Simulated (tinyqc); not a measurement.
Inside a calculation. Model: geometry relaxation of a small cluster. Computed by tinyqc, a small Python program that keeps every step. Command: `OMP_NUM_THREADS=1 python tinyqc.py 3004922 3004923 out.jsonl relax walk`. One thread of a shared host (Intel(R) Xeon(R) Processor @ 2.30GHz), about 0.04 s of CPU time with the checks. Intermediate numbers are printed to about 6 digits and carried at full precision; extremes and crossings named in words are read from the listed rows.

E = sum_i {sum_j A exp(-p (r_ij/r0 - 1)) - xi sqrt(rho_i)}, rho_i = sum_j exp(-2 q (r_ij/r0 - 1)); the force on i is -sum_j w_ij (R_i - R_j)/r_ij with w_ij = -(2p/r0) A exp(-p (r_ij/r0 - 1)) + (xi q/r0) exp(-2 q (r_ij/r0 - 1)) (rho_i^(-1/2) + rho_j^(-1/2)).

Inputs (values chosen for the exercise, for model atoms):
```
quantity,value,unit
length r0,2.59,angstrom
repulsion A,0.084,eV
hopping xi,1.19,eV
decay p,11,-
decay q,2.7,-
step factor eta,0.002,angstrom^2/eV
largest number of steps,80,-
```

Potential: Gupta. Method: steepest descent.

starting positions (angstrom):
```
,x,y,z
atom 1,-0.04,0.03,-0.07
atom 2,2.4,-0.01,-0.12
atom 3,1.07,1.89,-0.22
atom 4,1.23,0.37,1.96
```

## Energy and forces at the start

Evaluate E and the forces at the starting positions.

distances (angstrom): 1-2 2.44084, 1-3 2.17122, 1-4 2.41855, 2-3 2.32140, 2-4 2.41655, 3-4 2.66240

energy at the start = -7.54893 eV

forces (eV/angstrom):
```
,x,y,z
atom 1,-0.50685,-1.33729,0.29050
atom 2,-0.18199,-0.15447,0.24435
atom 3,0.70521,1.27640,0.29280
atom 4,-0.01636,0.21535,-0.82766
```

## The first two steps

Steepest descent: R(new) = R + eta F. No atom moves more than 0.3 angstrom a step (the whole step is scaled). Stop when the largest force component is below 1e-5 eV/angstrom.

positions after step 1 (angstrom):
```
,x,y,z
atom 1,-0.04101,0.02733,-0.06942
atom 2,2.39964,-0.01031,-0.11951
atom 3,1.07141,1.89255,-0.21941
atom 4,1.22997,0.37043,1.95834
```

energy after step 1 = -7.55907 eV

positions after step 2 (angstrom):
```
,x,y,z
atom 1,-0.04194,0.02478,-0.06885
atom 2,2.39926,-0.01060,-0.11903
atom 3,1.07275,1.89495,-0.21882
atom 4,1.22993,0.37086,1.95670
```

energy after step 2 = -7.56832 eV

## All steps

The formulas are those given above.

Course of the relaxation:
```
step,E (eV),largest force (eV/angstrom),force calls
0,-7.54893,1.33729,1
1,-7.55907,1.27069,2
2,-7.56832,1.20976,3
3,-7.57679,1.15383,4
4,-7.58458,1.10234,5
5,-7.59178,1.05481,6
6,-7.59845,1.01083,7
7,-7.60464,0.97003,8
8,-7.61043,0.93209,9
...,...,...,...
72,-7.73287,0.34306,73
73,-7.73365,0.34226,74
74,-7.73441,0.34145,75
75,-7.73517,0.34063,76
76,-7.73592,0.33980,77
77,-7.73665,0.33896,78
78,-7.73738,0.33811,79
79,-7.73810,0.33724,80
80,-7.73881,0.33636,81
```

final positions (angstrom):
```
,x,y,z
atom 1,-0.05035,-0.05114,-0.05290
atom 2,2.37660,-0.02651,-0.11177
atom 3,1.11129,1.94543,-0.16439
atom 4,1.22245,0.41222,1.87905
```

final energy = -7.73881 eV

steps = 80

largest force at the end = 0.336363 eV/angstrom

Tail of the force series: the residual falls at every step, but slowly, by a factor of about 0.998 a step

Not converged within 80 steps: the residual falls at every step, but slowly, by a factor of about 0.998 a step. Steepest descent is stable only for eta below 2/lambda_max = 0.0868 at the minimum. A quasi-Newton run from the same start ends at -7.8040 eV.

Reruns converge with step factor eta = 0.03, largest number of steps = 500; or with method = BFGS; or with method = conjugate gradient. Reruns still fail with step factor eta = 0.00033, largest number of steps = 500.

Checks made by the program: forces against finite differences of E (relative difference 5e-10).
